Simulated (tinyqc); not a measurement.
Strain as a design knob: strained quantum well: band edges, subbands and transparency.

Growth on (001), barriers unstrained: tr(e) = e (2 - nu2), Z = b e (1 + nu2); Ec = Ev + Eg + ac tr(e), E_HH = Ev + av tr(e) + Z, E_LH = Ev + av tr(e) - Z (coupling to the split-off band left out).

Masses along z: me, 1/(g1 - 2 g2) for HH, 1/(g1 + 2 g2) for LH, likewise in the barrier; in the plane me, 1/(g1 + g2) for HH and 1/(g1 - g2) for LH (no mixing, which understates the hole masses away from k = 0). Level n solves k L + 2 atan[(k/m)/(kappa/mb)] = n pi, k = sqrt(m E/c), kappa = sqrt(mb (V - E)/c), c = hbar^2/2m0.

Transparency (Bernard-Duraffourg): Fc - Fv equals the lowest transition energy with n = p, n = sum m/(2 pi c) kB T ln(1 + exp((Fc - E)/kB T)) and p likewise over the listed subbands; c = hbar^2/2m0, 1/angstrom^2 = 1e16/cm^2.

Constants: hbar^2/2m0 = 3.80998211 eV angstrom^2; kB = 8.617333262e-05 eV/K; hc = 1239.841984 eV nm.

Values chosen for the exercise (near those of a GaAsP/AlGaAs well; the results hold for these values, not for the real material):

| symbol | value | unit | meaning |
|---|---|---|---|
| nu2 | 0.925 |  | 2 C12/C11 |
| Eg | 1.486 | eV | unstrained gap of the well |
| Ev | -0.824 | eV | its valence edge |
| ac | -7.22 | eV |  |
| av | 1.19 | eV | Ev moves by av tr(e) |
| b | -1.98 | eV | shear potential |
| Egb | 1.915 | eV | gap of the barrier |
| Evb | -1 | eV | its valence edge |
| L | 46 | angstrom | well width |
| me | 0.0702 | m0 | electron mass |
| g1 | 6.83 |  | gamma1 |
| g2 | 1.98 |  | gamma2 |
| meb | 0.1 | m0 |  |
| g1b | 5.7 |  |  |
| g2b | 1.6 |  |  |
| T | 300 | K | temperature |
| es | (-0.02, -0.014, -0.008, -0.003, 0, 0.003, 0.007, 0.012) |  | strains |

Only the strain is changed; the unstrained gap and the masses are kept.

Results:

| e (%) | wavelength (nm) | top hole | hh1 - lh1 (meV) | n_tr (1e12/cm^2) | share in top |
|---|---|---|---|---|---|
| -2.0 | 743 | hh1 | 163 | 0.680 | 0.95 |
| -1.4 | 752 | hh1 | 126 | 0.685 | 0.93 |
| -0.8 | 762 | hh1 | 88 | 0.703 | 0.88 |
| -0.3 | 772 | hh1 | 55 | 0.754 | 0.75 |
| 0.0 | 778 | hh1 | 35 | 0.820 | 0.62 |
| 0.3 | 784 | hh1 | 14 | 0.929 | 0.46 |
| 0.7 | 800 | lh1 | -13 | 0.984 | 0.72 |
| 1.2 | 830 | lh1 | -47 | 0.901 | 0.90 |

n_tr is largest at e = +0.7 % (0.98), where hh1 - lh1 = -13 meV and the top subband holds 72 % of the holes, and smallest, 0.68, at -2.0 %. The top hole level turns from hh to lh, and the light from TE to TM, between +0.3 and +0.7 %. The wavelength runs from 743 to 830 nm.

Computed by tinyqc, a small Python program: `OMP_NUM_THREADS=1 python tinyqc.py 1280911 1280912 out.jsonl` (the numbers bound the seed that draws the inputs); one thread of a shared host (Intel(R) Xeon(R) Processor @ 2.30GHz), about 0.02 s for the whole set of steps.
